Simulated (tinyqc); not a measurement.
Worked calculation: gas flow in a process chamber: flow regimes, conductance, effective pumping speed, pump-down, outgassing and purge. Computed by tinyqc, a small Python program that keeps every step. Command: `OMP_NUM_THREADS=1 python tinyqc.py 3121294 3121295 out.jsonl pump walk`. One thread of a shared host (Intel(R) Xeon(R) Processor @ 2.30GHz), about 0.2 s of CPU time with the checks. Intermediate numbers are printed to about 7 digits and carried at full precision; extremes and crossings named in words are read from the listed rows.

Ideal gas, isothermal flow, a pump of constant speed at the end of a round pipe; process gas, volume gas and outgassing are given the same properties. 1 sccm = 101325 Pa x 1e-6 m^3/60 s x T/273.15 K.

Inputs (values chosen for the exercise, modelled on nitrogen near room temperature):
```
quantity                     value            unit
molar mass M                 28.01           g/mol
molecular diameter            0.37              nm
viscosity eta                 17.8   micropascal s
temperature T                  293               K
chamber volume V                13               L
wall area                     0.71             m^2
pipe diameter d                6.3              cm
pipe length l                  380              cm
pump speed S                    22             L/s
process gas flow               8.9            sccm
outgassing rate after 1 h  1.7e-05  Pa m^3/(s m^2)
outgassing exponent n          1.1               -
starting pressure p0          2800              Pa
target base pressure         9e-05              Pa
```

Constants: k_B = 1.380649e-23 J/K; u = 1.6605390666e-27 kg.

## Molecular flow

Mean speed c = sqrt(8 k_B T/(pi m)); aperture conductance C_a = c pi d^2/16; molecular pipe C_m = C_a/(1 + 3 l/(4 d)) (Dushman form); viscous pipe C_v = pi d^4 p_mean/(128 eta l); Knudsen interpolation C = C_v + C_m (1 + x)/(1 + 1.24 x), x = d p_mean sqrt(m/(k_B T))/eta. Effective speed 1/S_eff = 1/S + 1/C_m; time constant V/S_eff; pressure at which the free path k_B T/(sqrt2 pi d_m^2 p) equals d.

mean speed c = 470.6135 m/s

C_a = 366.7545 L/s

C_m = 7.931868 L/s

S_eff in molecular flow = 5.829943 L/s

time constant = 2.229867 s

pressure where the free path equals d = 0.1055704 Pa

The pipe passes on 26 % of the pump speed; a larger pump would gain little, since S_eff cannot exceed C_m.

## Process pressure

Steady flow: the pump inlet is at p_2 = Q/S, and the chamber pressure p_1 solves Q = C((p_1 + p_2)/2) (p_1 - p_2). Residence time = p_1 V/Q. Knudsen number = free path at the mean pressure over d.

throughput Q = 16.12211 Pa L/s

p_2 = 0.7328230 Pa

chamber pressure p_1 = 1.887626 Pa

conductance C = 13.96091 L/s

residence time = 1.522080 s

Knudsen number = 0.08057425

The flow in the pipe is transitional.

## Purging a well-mixed chamber

With steady flow a contaminant decays as exp(-t/residence time); gas used = flow x time.

time to dilute 1e3 times = 10.51416 s

time to dilute 1e6 times = 21.02832 s

gas used for 1e6 = 3.119200 standard cm^3

## Pump-down curve

Pump-down: V dp/dt = -S_eff(p) p + q(t) A, with S_eff = S p_2/p, where p_2 solves C((p + p_2)/2) (p - p_2) = S p_2 at each moment, and q(t) = q_1 (1 h/(t + 10 s))^n; integrated adaptively. At long times p = q(t) A/S_eff. S_eff(p) is tabulated at 260 pressures and interpolated in ln p. Comparison columns: p0 exp(-t/time constant) with the molecular S_eff (0 below 1e-26 p0), and the outgassing limit.

Pressure against time:
```
t (s)         p (Pa)  S_eff (L/s)  volume gas only (Pa)  outgassing limit (Pa)
0.3     1.686943e+03     21.94982          2.447537e+03           1.299735e+00
1       5.188681e+02     21.83776          1.788115e+03           1.209049e+00
3       2.129545e+01     18.55594          7.292402e+02           1.006093e+00
10      7.085773e-01      6.49632          3.158881e+01           6.263870e-01
30      3.112894e-01      5.82053          4.020535e-03           2.922198e-01
100     1.020323e-01      5.62057          9.352132e-17           9.603814e-02
300     3.168316e-02      5.70065                     0           3.072401e-02
1000    8.465333e-03      5.78517                     0           8.379579e-03
3600    2.069646e-03      5.81812                     0           2.064038e-03
20000   3.139017e-04      5.82811                     0           3.137646e-04
100000  5.345174e-05      5.82963                     0           5.344757e-05
```

From t = 10 s on the pressure is within 20 % of the outgassing limit, which falls only as (t + 10 s)^-1.1: walls, not volume, set the time to base pressure. Early on viscous flow raises S_eff to 21.9 L/s, 3.8 times its molecular value.

## Time to base pressure

From the outgassing limit: t = 1 h x (q_1 A/(S_eff p_target))^(1/n) - 10 s; monolayer time at the target = 1e19 m^-2 x 4 k_B T/(p c) for unit sticking.

time to the target = 17.29540 h

monolayer time = 3.820357 s

Checks made by the program: throughput from C and the pressure drop (relative difference below 1e-10).
